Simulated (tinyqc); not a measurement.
Inside a calculation. Method: MP2 on RHF in the sto-3g basis, for H3+, spin multiplicity 1. One step of it, computed by the program tinyqc.

Problem. Iteration 4 (converged): orbitals. Diagonalise F' = X^T F X, C = X C', fill 1 alpha and 1 beta electrons from the bottom; D = 2 C_occ C_occ^T. Each column has its largest component positive (the first on a tie).

converged F (hartree), lower triangle:
```
           1H 1s      2H 1s      3H 1s
1H 1s  -0.919316
2H 1s  -0.765246  -0.638948
3H 1s  -0.765246  -0.375290  -0.638948
```

X:
```
               1          2         3
1H 1s   1.454980   0.000000  0.480283
2H 1s  -0.919020   0.784081  0.380188
3H 1s  -0.919020  -0.784081  0.380188
```

Give: F' = X^T F X; orbital energies; coefficients C; D after iteration 4.

Solution.

F' = X^T F X (hartree), lower triangle:
```
         1        2        3
1   0.4336
2   0.0000  -0.3242
3  -0.1047   0.0000  -1.0642
```

orbital energies (hartree): MO1 -1.0715, MO2 -0.3242, MO3 0.4409

coefficients C:
```
          MO1      MO2      MO3
1H 1s  0.5801   0.0000   1.4181
2H 1s  0.3155   0.7841  -0.9432
3H 1s  0.3155  -0.7841  -0.9432
```

D after iteration 4, lower triangle:
```
        1H 1s   2H 1s   3H 1s
1H 1s  0.6731
2H 1s  0.3660  0.1990
3H 1s  0.3660  0.1990  0.1990
```
